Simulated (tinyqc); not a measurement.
Mesh and choice of bands: charge neutrality level from zone-averaged pseudopotential bands.

Empirical pseudopotential on the fcc lattice, atoms at +/- tau, tau = a (1,1,1)/8, no spin-orbit coupling. H(G,G') = c (2 pi/a)^2 |k + G|^2 delta + VS(q) cos(q.tau) + i VA(q) sin(q.tau), q = G - G', c = hbar^2/2m0; k and G in units of 2 pi/a; VS at |q|^2 = 3, 8, 11 and VA at 3, 4, 11, in rydberg, zero elsewhere. At each k the basis holds all G with |k + G|^2 up to 16; energies are counted from the fourth level at Gamma.

Mesh: k = sum_i (n_i + 1/2)/N b_i, n_i = 0 ... N - 1, b = (-1,1,1), (1,-1,1), (1,1,-1); points with the same sorted |kx|, |ky|, |kz| after folding to the shortest k + G are joined, with their count as weight. Neutrality (branch-point) level: E_N = (1/2) mean over k of [E5 + (E3 + E4)/2], E_n the n-th level from below.

Constants: hbar^2/2m0 = 3.80998211 eV angstrom^2; Ry = 13.60569312 eV.

Inputs chosen for the exercise (out of a larger set: classic local form factors of the size used for GaP, without spin-orbit coupling; not measured data):
- a = 5.438 angstrom (lattice constant)
- VS = (-0.218, 0.031, 0.07) Ry (symmetric form factors)
- VA = (0.121, 0.069, 0.019) Ry (antisymmetric form factors)

E_N with E5 alone, and with (E5 + E6)/2 in its place.

Results:

| N | joined points | E_N (eV) | E_N, two conduction bands (eV) |
|---|---|---|---|
| 1 | 1 | 0.8079 | 1.5116 |
| 2 | 2 | 0.5888 | 1.2746 |
| 3 | 6 | 0.8464 | 1.2134 |
| 4 | 10 | 0.8203 | 1.2178 |
| 5 | 19 | 0.8261 | 1.2087 |

For scale, the lowest gap of this set is 2.12 eV. Against N = 5 the errors are -18, -237, +20 and -6 meV for N = 1 to 4 (N = 1 is the L point alone). Taking the second conduction band in moves E_N by +0.38 eV, more than the mesh error at N = 2: the definition, not the mesh, limits the estimate. Local form factors place the indirect gaps only to a few tenths of an eV, and E_N moves with them.

Computed by tinyqc, a small Python program: `OMP_NUM_THREADS=1 python tinyqc.py 1850199 1850200 out.jsonl` (the numbers bound the seed that draws the inputs); one thread of a shared host (Intel(R) Xeon(R) Processor @ 2.30GHz), about 0.09 s for the whole set of steps.
